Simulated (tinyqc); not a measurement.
A ladder of methods, and size consistency: correlation methods against full CI in the 6-311g basis, for H2, spin multiplicity 1. Computed by the program tinyqc with PySCF. All electrons correlated; +Q is the Davidson correction (1 - c0^2) E_corr. The last columns treat two copies 100 angstrom apart as one system. FCI is the lowest singlet.

Geometry (angstrom):
```
atom       x       y       z
H     0.0000  0.0000  0.0000
H     0.0000  0.0000  0.8600
```

RHF energy of one = -1.118925 hartree

Correlation energies (hartree):
```
method   E_corr of one  share of FCI (%)  E_corr of two at 100 angstrom  two minus twice one (mhartree)
MP2          -0.019013           67.1904                      -0.038026                          0.0000
CISD         -0.028297          100.0000                      -0.055483                          1.1109
CISD+Q       -0.028877          102.0485                      -0.057613                          0.1401
CCSD         -0.028297          100.0000                      -0.056594                          0.0000
CCSD(T)      -0.028297          100.0000                      -0.056594                          0.0000
FCI          -0.028297          100.0000                              -                               -
```

What does the comparison show, and why?

MP2 recovers 67 %, CISD 100.0 % and CCSD 100.0 % of the FCI value (c0^2 = 0.980 in CISD). MP2 and coupled cluster are size consistent, so their last column vanishes; CISD loses 1.11 mhartree, since a double excitation on each copy is a quadruple of the pair, and the Davidson correction leaves +0.14. With two electrons, or one virtual orbital, CISD and CCSD are exact for one copy, so +Q overshoots there.
